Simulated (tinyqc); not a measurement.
# MOS capacitor on an n-type substrate, surface potential from the exact charge relation: effect of the fixed charge at the interface on threshold and swing

Uniform n-type substrate, Boltzmann statistics, full ionisation, classical densities. psi is the surface potential against the body (positive when the bands bend down) and u = -psi/Vt. Traps are spread evenly over the gap and neutral at flat band, so their charge is -q Dit psi; the minority quasi-Fermi level is shifted by Vb.

ni = sqrt(Nc Nv) exp(-Eg/(2 Vt)), Eg in volts; phiF = Vt ln(N/ni); Cox = eps0 eox/tox; Vfb = phiM - chi - Vt ln(Nc/N) - q Nf/Cox; VT = Vfb - [(2 phiF + Vb)(1 + q Dit/Cox) + sqrt(2 eps0 eps_r q N (2 phiF + Vb))/Cox]. gamma = sqrt(2 eps0 eps_r q N)/Cox; Wm = sqrt(2 eps0 eps_r (2 phiF + Vb)/(q N)); m = 1 + (eps0 eps_r/Wm + q Dit)/Cox; swing m Vt ln 10; Cmin/Cox = 1/(1 + Cox Wm/(eps0 eps_r)).

Inputs (values chosen for the exercise); band and dielectric values close to those of silicon:
```
symbol,value,unit,meaning
T,325,K,temperature
Eg,1.1,eV,band gap
eps_r,11.9,,relative permittivity
Nc,3.22e19,cm^-3,conduction-band density of states at T
Nv,2.97e19,cm^-3,valence-band density of states at T
chi,4.02,eV,electron affinity
N,3.1e15,cm^-3,donor density of the substrate
eox,3.9,,relative permittivity of the gate insulator (close to silicon dioxide)
tox,11,nm,insulator thickness
phiM,4.04,eV,gate work function
Dit,0,cm^-2 eV^-1,density of interface traps
Vb,0,V,reverse bias of the inversion layer against the body
```

Constants: q = 1.602176634e-19 C, kB = 1.380649e-23 J/K, Vt = kB T/q, eps0 = 8.8541878128e-14 F/cm where lengths are in cm. Results are converted to the units shown.

The same in every row: 2 phiF (V) = 0.5842; gamma (V^0.5) = 0.1031; Wm (nm) = 497.9; m = 1.067; swing (mV/decade) = 68.83; Cmin/Cox = 0.06316.

Effect of the fixed charge at the interface on threshold and swing:

| Nf (cm^-2) | Vfb (V) | VT (V) |
|---|---|---|
| -4e11 | -0.03486 | -0.6979 |
| -2e11 | -0.1369 | -0.7999 |
| 0 | -0.2390 | -0.9020 |
| 2e11 | -0.3411 | -1.004 |
| 4e11 | -0.4432 | -1.106 |
| 6e11 | -0.5452 | -1.208 |
| 8e11 | -0.6473 | -1.310 |

What does the table show?

As Nf goes from -4e11 to 8e11, VT falls from -0.698 to -1.31 V, the swing stays at 68.8 mV/decade and Cmin/Cox stays at 0.0632. The whole change of VT is that of Vfb: the curve shifts rigidly.

Numbers from tinyqc (`OMP_NUM_THREADS=1 python tinyqc.py 2060057 2060058 out.jsonl`; about 0.01 s on one thread of a shared Intel Xeon 2.30GHz).
